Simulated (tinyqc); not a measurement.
Polar nitride quantum well with polarisation fields: one step. Estimate from two triangular wells. Two cases, with inputs chosen for the exercise.

Problem. For a strong field: E = Eg - |e F_w| Lw + a0 (c (e F_w)^2)^(1/3) (me^(-1/3) + mh^(-1/3)), a0 = 2.338107, hard walls, c = hbar^2/2m0, 1 MV/cm = 0.01 V/angstrom.

Constants: hbar^2/2m0 = 3.80998211 eV angstrom^2.

Give: electron term; hole term; E.

Case 1.

Values chosen (near those of a GaN well in AlN; not measured data): Eg = 3.44 eV (gap of the well); Lw = 25 angstrom (well width); me = 0.2 m0 (electron, well); mh = 1.55 m0 (hole, everywhere); Vc = 1.85 eV (conduction offset); Vv = 0.87 eV (valence offset).

F_w = -8.17632 MV/cm

Results:
```
case             E_e (eV)   E_h (eV)  <z>_e   <z>_h  overlap^2    E (eV)       nm
no field         0.171522   0.030097  0.000   0.000    0.98257  3.641619  340.465
built-in field  -0.167283  -0.574511  6.951  -9.633   0.012394  2.698206  459.506
```

Solution.

electron term = 1.1763 eV
hole term = 0.5944 eV
E = 3.1667 eV

Both terms lie below the drop across the well, but the estimate also takes the near wall as infinitely high. Against the grid result 2.6982 eV the estimate errs by +468 meV: +322 from the electron and +147 from the hole, since hard walls stand in for offsets of 1.85 and 0.87 eV into which the carriers leak.

Case 2.

Values chosen (near those of a GaN well in AlGaN; not measured data): Eg = 3.44 eV (gap of the well); Lw = 34 angstrom (well width); me = 0.2 m0 (electron, well); mh = 1.4 m0 (hole, everywhere); Vc = 0.769 eV (conduction offset); Vv = 0.362 eV (valence offset).

F_w = -3.18449 MV/cm

Results:
```
case             E_e (eV)   E_h (eV)   <z>_e    <z>_h  overlap^2    E (eV)       nm
no field         0.091158   0.017185   0.000    0.000    0.98343  3.548343  349.414
built-in field  -0.096796  -0.307907  10.085  -13.533   0.011192  3.035297  408.475
```

Solution.

electron term = 0.6274 eV
hole term = 0.3280 eV
E = 3.3126 eV

Both terms lie below the drop across the well, but the estimate also takes the near wall as infinitely high. Against the grid result 3.0353 eV the estimate errs by +277 meV: +183 from the electron and +95 from the hole, since hard walls stand in for offsets of 0.769 and 0.362 eV into which the carriers leak.

Computed by tinyqc, one run a case: `OMP_NUM_THREADS=1 python tinyqc.py N N+1 out.jsonl` with N = 1280928, 1280968; one thread of a shared Intel(R) Xeon(R) Processor @ 2.30GHz, about 0.09 s a run at most.
